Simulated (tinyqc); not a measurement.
Rate against temperature: collinear exchange A + BC -> AB + C on a London-Eyring-Polanyi-Sato surface: saddle, string of images and rate. Computed by tinyqc, a small Python program. Command: `OMP_NUM_THREADS=1 python tinyqc.py 3110749 3110750 out.jsonl leps walk`. One thread of a shared host (Intel(R) Xeon(R) Processor @ 2.30GHz), about 0.05 s of CPU time with the checks.

x = r(AB), y = r(BC), r(AC) = x + y. V is counted from separated atoms, the barrier from A + BC, that is V + D(BC).

Inputs (values chosen for the exercise, bond data loosely for abstraction of hydrogen from a Si-H bond by a hydrogen atom; the barrier is not fitted):
```
quantity            value           unit
D(AB)                4.71             eV
r0(AB)              0.742       angstrom
beta(AB)             1.94     1/angstrom
D(BC)                3.94             eV
r0(BC)               1.48       angstrom
beta(BC)             1.52     1/angstrom
D(AC)                4.06             eV
r0(AC)               1.48       angstrom
beta(AC)             1.52     1/angstrom
Sato parameter S     0.19              -
mass of A           1.008              u
mass of B           1.008              u
mass of C           28.09              u
temperature T         300              K
step of the string  0.015  angstrom^2/eV
```

Constants: nu for 1 eV/(angstrom^2 u) = 15.6333042 THz; h x 1 THz = 4.135667696 meV; k_B = 1.380649e-23 J/K; u = 1.6605390666e-27 kg; k_B = 8.617333262e-05 eV/K.

Method:
- For each pair, with u = exp(-beta (r - r0)): Q = D [(3 + S) u^2 - (2 + 6 S) u]/(4 (1 + S)), J = D [(1 + 3 S) u^2 - (6 + 2 S) u]/(4 (1 + S)); V = Q1 + Q2 + Q3 - sqrt(((J1 - J2)^2 + (J2 - J3)^2 + (J3 - J1)^2)/2).
- String of 9 images between the fixed ends (r0(AB) + 2, r0(BC)) and (r0(AB), r0(BC) + 2), started on the two straight legs through (r0(AB) + 0.3, r0(BC) + 0.3): each iteration moves the inner images by -step x gradient (central differences) and spaces them evenly again along the broken line (coordinates are kept between 0.2 and 8 angstrom); stop when no coordinate changes by more than 1e-5 angstrom, at most 400 iterations.
- From the highest inner image, z -> z - H^-1 g with gradient g and Hessian H by central differences, steps capped at 0.15 angstrom, 12 steps.
- Wilson matrix G = [[1/m_A + 1/m_B, -1/m_B], [-1/m_B, 1/m_B + 1/m_C]]; eigenvalues lambda of G H give nu = 15.6333042 THz x sqrt(|lambda|), the negative one being imaginary. Reactant: nu_BC from k = 2 D beta^2 and 1/m_B + 1/m_C. Skew angle: cos = sqrt(m_A m_C/((m_A + m_B)(m_B + m_C))).
- One-dimensional rate constant without tunnelling, k = sqrt(k_B T/(2 pi mu)) [sinh(h nu_BC/(2 k_B T))/sinh(h nu_s/(2 k_B T))] exp(-barrier/(k_B T)) with mu = m_A (m_B + m_C)/(m_A + m_B + m_C); Wigner factor 1 + (h nu_i/(k_B T))^2/24; adiabatic barrier = barrier + h (nu_s - nu_BC)/2.

nu_BC = 67.6212 THz

real frequency at the saddle = 38.9466 THz

barrier = 0.117366 eV

imaginary frequency = 34.5551 THz

adiabatic barrier = 0.0580719 eV

Rates; the last column is k_B T^2 d ln k/dT:
```
T (K)    k (cm/s)  Wigner factor  activation energy (eV)
300    6.7660e+03         2.2733                 0.07131
400    1.3797e+04         1.7162                 0.07674
550    2.6189e+04         1.3788                 0.08657
750    4.4210e+04         1.2037                 0.10117
1000   6.7504e+04         1.1146                 0.11920
1400   1.0426e+05         1.0585                 0.14537
2000   1.5553e+05         1.0286                 0.17965
```

What follows from these numbers?

The activation energy goes from 0.071 eV at 300 K, near the adiabatic barrier plus k_B T/2 (0.071), to 0.180 eV at 2000 K; the classical limit is the barrier plus k_B T/2 (0.204). Caution: the Wigner factor exceeds 2 at T: tunnelling, left out of k, is large and needs a better treatment than this factor.

Extremes, crossings and ranges named in words are read from the listed rows.
